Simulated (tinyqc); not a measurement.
Worked calculation: Kronig-Penney superlattice by transfer matrices. Values are carried at full precision from step to step, so a last printed digit may differ when a step is redone from the rounded ones.

Wells (width a, potential 0, mass mw) alternate with barriers (width b, height V0, mass mb); period d = a + b; c = hbar^2/2m0. The vector (psi, psi'/m) is continuous, and a layer of thickness t carries it by M = [[cos kt, (m/k) sin kt], [-(k/m) sin kt, cos kt]] with k = sqrt(m (E - V)/c); for E < V, k = i kappa gives [[cosh, (m/kappa) sinh], [(kappa/m) sinh, cosh]] of kappa t. A Bloch state obeys cos(q d) = tr(Mb Mw)/2.

Constants: hbar^2/2m0 = 3.80998211 eV angstrom^2; hbar = 6.58211957e-16 eV s.

Parameters, chosen for this exercise (near those of an InGaAs superlattice with barriers of InP; not measured data): a = 117 angstrom (well width); b = 21 angstrom (barrier width); V0 = 0.236 eV (barrier height); mw = 0.0399 m0 (mass in the wells); mb = 0.0807 m0 (mass in the barriers); E = 0.1026 eV (trial energy); F = 5 kV/cm (field along the axis).

## Layer matrices at one energy

Form the matrix of the well and of the barrier at E.

k in the well = 0.03278 1/angstrom
kappa in the barrier = 0.05316 1/angstrom

Mw (angstrom units):
```
          1         2
1  -0.76896  -0.77817
2   0.52520  -0.76896
```

Mb (angstrom units):
```
         1       2
1   1.6905  2.0692
2  0.89778  1.6905
```

## The matrix of one period

Multiply M = Mb Mw and take half the trace. If its size is at most 1, E lies in a miniband and q d = arccos(tr M/2); otherwise the state decays by exp(-arccosh|tr M/2|) a period.

M:
```
          1        2
1  -0.21315  -2.9067
2   0.19748  -1.9985
```

tr M/2 = -1.1059
q d in a band, or the decay exponent in a gap = 0.456

E lies in a gap; det M = 1.0000, as for any such product.

## Miniband edges

The edges are the energies where tr M/2 = +1 (q = 0) or -1 (q = pi/d); the first three minibands.

Minibands:
```
band  bottom (eV)  top (eV)  width (meV)
1          0.0232    0.0406         17.4
2          0.1055    0.1664         60.9
3          0.2647    0.3860        121.3
```

2 minibands of these lie wholly below V0. The first gap is 64.9 meV wide; the single well of width a has E1 = 0.0315 eV, inside the first miniband.

## Dispersion along the axis

Solve tr M/2 = cos(q d) inside each miniband at q d/pi = 0, 1/6, ..., 1. The cosine form is E_bottom + (W/2)(1 - cos q d) with the true width W.

Energies (eV):
```
q d/pi  band 1  cosine form  band 2
0.000   0.0232       0.0232  0.1664
0.167   0.0241       0.0244  0.1606
0.333   0.0265       0.0276  0.1474
0.500   0.0304       0.0319  0.1324
0.667   0.0349       0.0363  0.1189
0.833   0.0389       0.0394  0.1092
1.000   0.0406       0.0406  0.1055
```

The cosine form, which holds for hopping between neighbouring wells alone, misses band 1 by at most 1.6 meV, 9 % of its width.

## Mass along the axis

With f(E) = tr M/2, 1 - (q d)^2/2 = 1 + f'(E_bottom)(E - E_bottom) gives m_z = -2 c f'/d^2 (f' by a central difference of 1e-6 eV at the bottom of band 1). The cosine form gives 4 c/(W d^2), W the width of band 1 between tr M/2 = +1 and -1.

f' = -160.2 1/eV
m_z = 0.06411 m0
m_z of the cosine form = 0.04606 m0
W = 17.37 meV

The mass along the axis is 1.61 times mw.

## In a field along the axis

One-band picture: ladder spacing e F d, Bloch frequency e F d/(2 pi hbar), and extent W/(e F) of a Stark state, with W the width of band 1; 1 kV/cm = 1e-5 V/angstrom.

e F d = 6.900 meV
Bloch frequency = 1.668 THz
W/(e F d) = 2.52 periods

The state spreads over about 3 periods.

## Checks

- Bottom of band 1 from 121 plane waves (the mass step taken by inverting the matrix of m) against the transfer matrix, eV: both 0.0232.

Run: tinyqc, `OMP_NUM_THREADS=1 python tinyqc.py 1280427 1280428 out.jsonl`; Intel(R) Xeon(R) Processor @ 2.30GHz, one thread, shared host; about 0.07 s of CPU time with all checks.
